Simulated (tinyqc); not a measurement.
Worked calculation: plane-wave Kohn-Sham cycle with exchange-only LDA in a layered model solid. One step of it, computed by the program tinyqc.

Task: Iteration 2: Hamiltonian at one k. H(m,m') = (k + G_m)^2/2 delta + V(G_m - G_m'), with V(-G) = V(G).

A solid whose potential varies along x alone (atomic units):
```
parameter,value
period a,5.400000
cross-section of the cell,40.000000
electrons per cell,2
grid points,16
"plane waves -n..n, n",2
k points,3
V1 in V1 cos(2 pi x/a),-0.290000
```

V(G_m), m = 0, 1, 2, ... (hartree): -0.205918  -0.142638  -0.000602  0.000016  0.000005

k = 0.000000 2 pi / a

Give: H.

Result:

H (hartree), lower triangle:
```
,-2,-1,+0,+1,+2
-2,2.5018
-1,-0.1426,0.4710
+0,-0.0006,-0.1426,-0.2059
+1,0.0000,-0.0006,-0.1426,0.4710
+2,0.0000,0.0000,-0.0006,-0.1426,2.5018
```
